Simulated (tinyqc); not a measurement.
Finite square well with mass mismatch (envelope functions), step by step. Values are carried at full precision from step to step, so a last printed digit may differ when a step is redone from the rounded ones.

A square well of width L and depth V0, mass mw inside and mb outside, energies from the bottom of the well, c = hbar^2/2m0. k = sqrt(mw E/c), kappa = sqrt(mb (V0 - E)/c). psi and psi'/m are continuous at the walls (BenDaniel-Duke), so level n solves k L + 2 atan[(k/mw)/(kappa/mb)] = n pi.

Constants: hbar^2/2m0 = 3.80998211 eV angstrom^2.

Values chosen for the exercise (near those of the light valleys of a Si film in SiO2; not measured data): L = 13 angstrom (well width); V0 = 3.052 eV (barrier height); mw = 0.185 m0 (mass in the well); mb = 0.525 m0 (mass in the barrier); alpha_w = 0.49 1/eV (non-parabolicity in the well); alpha_b = 0.16 1/eV (non-parabolicity in the barrier).

## How many levels are bound

At E = V0 the arctangent equals pi/2, so level n is bound if k0 L > (n - 1) pi with k0 = sqrt(mw V0/c). Compare with the infinitely deep well, E1(hard) = c (pi/L)^2/mw.

k0 = 0.38496 1/angstrom
k0 L/pi = 1.5930
number of bound levels = 2
E1(hard) = 1.2027 eV

The count does not depend on mb. One more level binds at L = 16.3 angstrom.

## The lowest level by bisection

f(E) = k L + 2 atan[(k/mw)/(kappa/mb)] - pi rises with E. Twelve halvings of [0, V0]: keep the half in which f changes sign.

Bisection:

| step | low (eV) | high (eV) | midpoint (eV) | k | kappa | f |
|---|---|---|---|---|---|---|
| 1 | 0.00000 | 3.05200 | 1.52600 | 0.27221 | 0.45856 | 2.4673 |
| 2 | 0.00000 | 1.52600 | 0.76300 | 0.19248 | 0.56162 | 0.9037 |
| 3 | 0.00000 | 0.76300 | 0.38150 | 0.13610 | 0.60662 | -0.2383 |
| 4 | 0.38150 | 0.76300 | 0.57225 | 0.16669 | 0.58455 | 0.3861 |
| 5 | 0.38150 | 0.57225 | 0.47687 | 0.15217 | 0.59569 | 0.0911 |
| 6 | 0.38150 | 0.47687 | 0.42919 | 0.14436 | 0.60118 | -0.0686 |
| 7 | 0.42919 | 0.47687 | 0.45303 | 0.14832 | 0.59844 | 0.0124 |
| 8 | 0.42919 | 0.45303 | 0.44111 | 0.14635 | 0.59981 | -0.0278 |
| 9 | 0.44111 | 0.45303 | 0.44707 | 0.14734 | 0.59912 | -0.0076 |
| 10 | 0.44707 | 0.45303 | 0.45005 | 0.14783 | 0.59878 | 0.0024 |
| 11 | 0.44707 | 0.45005 | 0.44856 | 0.14758 | 0.59895 | -0.0026 |
| 12 | 0.44856 | 0.45005 | 0.44931 | 0.14771 | 0.59887 | -0.0001 |

After twelve halvings the bracket is V0/4096 = 0.745 meV wide.

## Bound levels

Solve the condition for each n (six at most). With A = cos(kL/2) for even and sin(kL/2) for odd levels, the probability in the barriers is Pb = (A^2/kappa)/(A^2/kappa + L/2 +/- sin(kL)/(2k)), + for even.

Levels:

| n | parity | E (eV) | k (1/angstrom) | kappa (1/angstrom) | Pb |
|---|---|---|---|---|---|
| 1 | even | 0.4493 | 0.14771 | 0.59886 | 0.0537 |
| 2 | odd | 1.9377 | 0.30674 | 0.39185 | 0.2156 |

The lowest level lies at 37 % of the infinite-well value and decays into the barrier over 1/kappa = 1.7 angstrom. Above about 0.5 eV (from level 2 on) a parabolic band is a rough model.

## Mass in the plane and density of states

To first order in the in-plane energy, 1/m_par = (1 - Pb)/mw + Pb/mb for each subband. Each adds a step D = m_par/(2 pi c) to the density of states per area (spin included, one valley); 1/angstrom^2 = 1e16/cm^2.

Subbands:

| n | m_par (m0) | D (1e13/(eV cm^2)) |
|---|---|---|
| 1 | 0.1917 | 8.006 |
| 2 | 0.2150 | 8.982 |

The mass is taken as isotropic here; the valleys of Si are not, and in the plane they have sqrt(ml mt), about 0.42 m0, so their real steps are about twice as large.

## Levels with energy-dependent masses

Non-parabolic bands: mw is replaced by mw (1 + alpha_w E) and mb by mb (1 - alpha_b (V0 - E)), in k, kappa and the matching condition alike.

Solve the same condition with the energy-dependent masses, and list the shift from the parabolic levels that exist in both.

Levels:

| n | E (eV) | mass inside | mass outside | shift (meV) |
|---|---|---|---|---|
| 1 | 0.4813 | 0.2286 | 0.3091 | 32.0 |
| 2 | 1.5018 | 0.3211 | 0.3948 | -435.9 |
| 3 | 2.6193 | 0.4224 | 0.4887 | - |

Level 1 moves by +32.0 meV and level 2 by -435.9 meV. The lighter mass deep in the barrier hardens the wall for low levels; the heavier mass in the well wins higher up. The heavier mass inside raises k at E = V0, which binds further levels (1 of them among the six at most that are listed).

## Checks

- Lowest level by finite differences (200 cells across the well) against the matching condition, eV: both 0.4493.

Computed by tinyqc, a small Python program: `OMP_NUM_THREADS=1 python tinyqc.py 1251038 1251039 out.jsonl` (the numbers bound the seed that draws the inputs); one thread of a shared host (Intel(R) Xeon(R) Processor @ 2.30GHz), about 0.01 s for the whole set of steps.
